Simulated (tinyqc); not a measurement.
Quantum point contact as a saddle point: plateau quality against the barrier curvature.

Potential V0 - m wx^2 x^2/2 + m wy^2 y^2/2; energies are counted from V0. Mode n = 0, 1, ... transmits T_n(E) = 1/(1 + exp(-2 pi (E - E_n)/wx)), E_n = wy (n + 1/2); each mode carries 2 q^2/h.

g(T) = int g(E) (-df/dE) dE = int g(mu + x kB T) dx/(4 cosh^2(x/2)), g(E) the zero-temperature value at E, g = G/(2 q^2/h).

Values chosen for this exercise: temperature T = 1.5 K; transverse quantum hbar wy wy = 4 meV.

Constants: q = 1.602176634e-19 C, kB = 1.380649e-23 J/K, Vt = kB T/q. Results are converted to the units shown.

Result of one run:

| slope wy dg/dmu at mu = wy | slope at mu = 1.5 wy | g at mu = wy |
|---|---|---|
| 0.2982 | 1.938 | 1.000 |

Which curvature of the barrier hbar wx wx gave this result: 0.6, 1.43, 2.26, 3.09 or 5.57 meV?

wx = 3.09 meV.

The whole series:

| wx (meV) | slope wy dg/dmu at mu = wy | slope at mu = 1.5 wy | g at mu = wy |
|---|---|---|---|
| 0.6 | 3.712e-5 | 5.890 | 1.000 |
| 1.43 | 0.009712 | 3.648 | 1.000 |
| 2.26 | 0.1051 | 2.545 | 1.000 |
| 3.09 | 0.2982 | 1.938 | 1.000 |
| 3.91 | 0.5044 | 1.577 | 1.000 |
| 4.74 | 0.6743 | 1.350 | 1.000 |
| 5.57 | 0.7927 | 1.210 | 1.001 |
| 6.4 | 0.8666 | 1.123 | 1.003 |

The slope on the first plateau rises from 3.71e-5 to 0.867 and the slope on the second riser falls from 5.89 to 1.12; a slope of 1 everywhere means no steps at all. The plateau slope passes 0.5 at wx = 3.91 meV among the rows.

Numbers from tinyqc (`OMP_NUM_THREADS=1 python tinyqc.py 2740039 2740040 out.jsonl`; about 0.04 s on one thread of a shared Intel Xeon 2.30GHz).
